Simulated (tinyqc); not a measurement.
Worked calculation: density of states of one tight-binding band on the simple cubic lattice. Values are carried at full precision from step to step, so a last printed digit may differ when a step is redone from the rounded ones.

E(k) = -2 t (c1 + c2 + c3) - 4 t2 (c1 c2 + c2 c3 + c3 c1) with ci = cos(2 pi ki); k in fractions of the reciprocal vectors, mesh k_i = j/N with j = 0 .. N-1. Densities are per cell and per spin, so the band holds one state.

Parameters, chosen for this exercise:
```
symbol  value    unit  meaning
t       2.41     eV    nearest hopping
t2      0.04     eV    second hopping
N       5              mesh points along each axis
bins    10             bins of the histogram
E_lo    -15.013  eV    lower end of the histogram
E_hi    14.017   eV    upper end
E       6.05     eV    energy at which the density is wanted
sigma   0.723    eV    Gaussian width
```

## Energies on the mesh

Evaluate the band at all 125 points and collect equal values.

Distinct energies:
```
E_k (eV)  points
-14.9400       1
-11.3883       6
-7.9131       12
-5.6417        6
-4.5142        8
-2.2900       24
0.9853        24
3.1331        12
6.2847        24
11.3842        8
```

The 125 points give 10 distinct energies between -14.9400 and 11.3842 eV; a dense mesh gives a band from -14.940 to 13.980 eV.

## Histogram

Count the points in equal bins from E_lo to E_hi; g = count/(all points x bin width).

Histogram:
```
from (eV)   to (eV)  points  g (1/eV)
-15.0130   -12.1100       1    0.0028
-12.1100    -9.2070       6    0.0165
-9.2070     -6.3040      12    0.0331
-6.3040     -3.4010      14    0.0386
-3.4010     -0.4980      24    0.0661
-0.4980      2.4050      24    0.0661
2.4050       5.3080      12    0.0331
5.3080       8.2110      24    0.0661
8.2110      11.1140       0    0.0000
11.1140     14.0170       8    0.0220
```

Empty bins: 1 of 10; the fullest holds 24 points. Empty bins inside the band come from the coarse mesh, not from gaps.

## Gaussian broadening at one energy

Gaussian broadening: g(E) = mean over the mesh of exp(-(E - E_k)^2/(2 sigma^2))/(sigma sqrt(2 pi)), n(E) = mean of erfc((E_k - E)/(sigma sqrt 2))/2.

Sum over the distinct energies with their counts.

n(E) = 0.8156
g(E) = 0.1005 1/eV

## One tetrahedron of the mesh

For corner energies e1 <= e2 <= e3 <= e4 and eij = ei - ej, the share of the tetrahedron below E is n = (E - e1)^3/(e21 e31 e41) for e1 < E < e2; n = [e21^2 + 3 e21 x + 3 x^2 - (e31 + e42) x^3/(e32 e42)]/(e31 e41) with x = E - e2 for e2 < E < e3; n = 1 - (e4 - E)^3/(e41 e42 e43) for e3 < E < e4; its density of states is g = dn/dE.

corner energies, sorted (eV): [-4.5142, 0.9853, 3.1331, 6.2847]

Find its share below E and its density of states at E.

n = 0.9999
g = 0.0009 1/eV

E lies between corners 3 and 4.

## Sum over all linear tetrahedra

Each cube of the mesh, corners numbered 0 to 7 as the binary number (i j l), is cut into six tetrahedra around the diagonal 0-7: 0137, 0157, 0237, 0267, 0457, 0467. For corner energies e1 <= e2 <= e3 <= e4 and eij = ei - ej, the share of the tetrahedron below E is n = (E - e1)^3/(e21 e31 e41) for e1 < E < e2; n = [e21^2 + 3 e21 x + 3 x^2 - (e31 + e42) x^3/(e32 e42)]/(e31 e41) with x = E - e2 for e2 < E < e3; n = 1 - (e4 - E)^3/(e41 e42 e43) for e3 < E < e4; its density of states is g = dn/dE.

Average n and g over all pieces of the mesh. The reference uses the same method with N = 36.

n(E) = 0.8765
g(E) = 0.0420 1/eV
reference n(E) = 0.844
reference g(E) = 0.040 1/eV

On this mesh the linear method errs by +0.002 1/eV in g and +0.033 in n; the Gaussian sum erred by +0.060 and -0.028.

## Checks

- States below the top of the band by the linear method against one: both 1.000000.

Program tinyqc; command `OMP_NUM_THREADS=1 python tinyqc.py 1680301 1680302 out.jsonl`; about 0.2 s on one thread of a shared Intel(R) Xeon(R) Processor @ 2.30GHz.
